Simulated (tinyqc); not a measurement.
How far the fits carry: temperature and isotope dependence of a band gap in oscillator models.

E(T) = E0 - sum_i sl_i th_i n_i(T), n = 1/(exp(th/T) - 1). The same coupling lowers the gap at 0 K by the zero-point term ZP = sum_i sl_i th_i/2, so the gap of the static lattice is E0 + ZP. Thermal expansion is taken as part of the slopes.

Two-parameter forms are made to pass through the falls at the two temperatures T12: Varshni aV T^2/(T + bV), from the line T^2/fall = (T + bV)/aV; one oscillator s1 t1/(exp(t1/T) - 1), with t1 from the ratio of the falls.

Parameters, chosen for this exercise (near those of AlN; the results hold for these values, not for the real material):

| symbol | value | unit | meaning |
|---|---|---|---|
| E0 | 6.153 | eV | gap at 0 K |
| th | (305, 981) | K | temperatures of two oscillators |
| sl | (0.1246, 0.6544) | meV/K | their high-temperature slopes |
| T12 | (540, 980) | K | temperatures of the fits |

Falls of the gap from E0, and errors of the two fits against the model.

Results:

| T (K) | fall (meV) | Varshni - model (meV) | one oscillator - model (meV) | fall/ZP |
|---|---|---|---|---|
| 20 | 0.00 | 0.32 | 0.00 | 0.000 |
| 50 | 0.09 | 1.86 | -0.09 | 0.000 |
| 100 | 1.92 | 5.62 | -1.76 | 0.006 |
| 200 | 15.36 | 13.13 | -4.99 | 0.045 |
| 300 | 46.91 | 13.83 | -3.84 | 0.138 |
| 400 | 93.69 | 8.87 | -1.87 | 0.276 |
| 600 | 212.82 | -3.05 | 0.44 | 0.626 |
| 800 | 348.43 | -6.63 | 0.74 | 1.025 |

Below the first fit point the largest errors are +13.83 meV (Varshni, 300 K, on a fall of 46.91 meV) and -4.99 meV (one oscillator, 200 K); a T^2 law cannot freeze out; a single oscillator misses the soft modes. No row lies well beyond the second fit point, so the table does not test extrapolation to high T. The thermal fall equals ZP between 600 and 800 K.

Run: tinyqc, `OMP_NUM_THREADS=1 python tinyqc.py 1880945 1880946 out.jsonl`; Intel(R) Xeon(R) Processor @ 2.30GHz, one thread, shared host; about 0.01 s of CPU time with all checks.
